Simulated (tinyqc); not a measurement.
Minority-electron transport through the base of a bipolar transistor (Moll-Ross and Kroemer integrals). From base transit time tau_B back to gap narrowing across the base dE_g. Computed by tinyqc, a small Python program. Command: `OMP_NUM_THREADS=1 python tinyqc.py 3029974 3029975 out.jsonl base inv`. One thread of a shared host (Intel(R) Xeon(R) Processor @ 2.30GHz), about 0.02 s of CPU time with the checks.

Low injection, one dimension, x from the emitter edge (0) to the collector edge (W), s = x/W. Recombination is treated as a small correction (valid for tau_B well below tau_n), computed from the stored charge.

Inputs (values chosen for the exercise, modelled on SiGe):
```
quantity                                     value        unit
intrinsic density n_i at the emitter edge  8.7e+10      1/cm^3
base doping at the emitter edge N_0        1.8e+18      1/cm^3
base width W                                    43          nm
mu_min                                         140  cm^2/(V s)
mu_max                                        1050  cm^2/(V s)
N_ref                                      1.2e+17      1/cm^3
saturation velocity v_s                       0.85    1e7 cm/s
base-emitter voltage V_BE                     0.62           V
temperature T                                  300           K
doping ratio N_0/N(W)                           22           -
```

Base doping profile: exponential. Gap grading: linear. Exit of the base: saturation velocity.

Constants: k_B = 8.617333262e-05 eV/K; e = 1.602176634e-19 C.

Method. N(x) = N_0 (ratio)^(-s); n_i(x)^2 = n_i^2 exp(s dE_g/k_B T); D(x) = (k_B T/e) mu, mu = mu_min + (mu_max - mu_min)/(1 + (N/N_ref)^0.7). With y(x) = N n_i^2/(D n_i(x)^2): base Gummel number G_B = int_0^W y dx + N(W) n_i^2/(v_s n_i(W)^2); J_C = e n_i^2 exp(e V_BE/k_B T)/G_B; n(x) = (J_C/e)(n_i(x)^2/(N n_i^2)) [int_x^W y dx + the same exit term]; transit time tau_B = (e/J_C) int n dx; trapezoid rule on 401 even points.

Task: A run gave the result below. Find the gap narrowing across the base dE_g, known to lie between 84 and 190 meV.

base transit time tau_B = 0.2489673 ps

Result:

Each step takes the trial c = (a f_b - b f_a)/(f_b - f_a), f being the result less the target and a, b, c the logarithms of the listed values; c replaces end b, the old b replaces a if the sign of f changed, and otherwise f_a is halved.

Scan of the range:
```
gap narrowing across the base dE_g (meV)  base transit time tau_B (ps)
84.0                                                          0.300845
96.2                                                          0.283428
110.0                                                         0.265982
126.0                                                         0.248240
145.0                                                         0.230001
166.0                                                         0.212711
190.0                                                         0.195870
```

False position (Illinois rule, in the logarithm of the input) inside the bracket:
```
step    end a    end b    trial  base transit time tau_B (ps)
1     110.000  126.000  125.301                      0.248966
2     110.000  125.301  125.299                      0.248968
3     125.301  125.299  125.300                      0.248967
```

Base transit time tau_B falls at every point of a 13-point scan of the range (every second point is shown), so one value fits; it is bracketed by 110 and 126. Answer: gap narrowing across the base dE_g = 125.3 meV.

Caution: the mean velocity exceeds v_s, so drift-diffusion with a low-field mobility overstates the speed.
